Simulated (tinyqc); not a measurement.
Worked calculation: CCSD on RHF in the sto-3g basis, for H4, spin multiplicity 1. One step of it, computed by the program tinyqc.

Problem. CCSD: starting amplitudes. t_ij^ab = <ij||ab> / (e_i + e_j - e_a - e_b), whose energy is MP2.

orbital energies (hartree): MO1 -0.616443, MO2 -0.491632, MO3 0.462269, MO4 0.847173

Two-electron integrals over orbitals (pq|rs), unique and non-zero (hartree):
```
(11|11) 0.461297    (21|21) 0.202878    (22|11) 0.451074    (22|22) 0.460938
(31|11) -0.045820   (31|22) -0.002814   (31|31) 0.104008    (32|21) 0.068851
(32|32) 0.100080    (33|11) 0.448675    (33|22) 0.448828    (33|31) -0.013969
(33|33) 0.467444    (41|21) 0.021279    (41|32) -0.073126   (41|41) 0.086735
(42|11) 0.056463    (42|22) 0.019201    (42|31) -0.100587   (42|33) 0.016715
(42|42) 0.106241    (43|21) -0.194396   (43|32) -0.070162   (43|41) -0.018553
(43|43) 0.207140    (44|11) 0.481373    (44|22) 0.472158    (44|31) -0.050581
(44|33) 0.484038    (44|42) 0.062815    (44|44) 0.529197
```

Give: Starting amplitudes; correlation energy.

Solution.

Starting amplitudes (spin orbitals 1a, 1b, ...; amplitudes related by a flip of all spins are not repeated):

| from | to | t |
|---|---|---|
| 2a 2b | 3a 3b | -0.0525 |
| 1a 1b | 3a 3b | -0.0482 |
| 1a 2b | 3a 4b | 0.0416 |
| 2a 2b | 4a 4b | -0.0397 |
| 1a 2b | 3b 4a | -0.0302 |
| 1a 1b | 4a 4b | -0.0296 |
| 1a 2a | 3a 4a | 0.0114 |

correlation energy = -0.030468 hartree
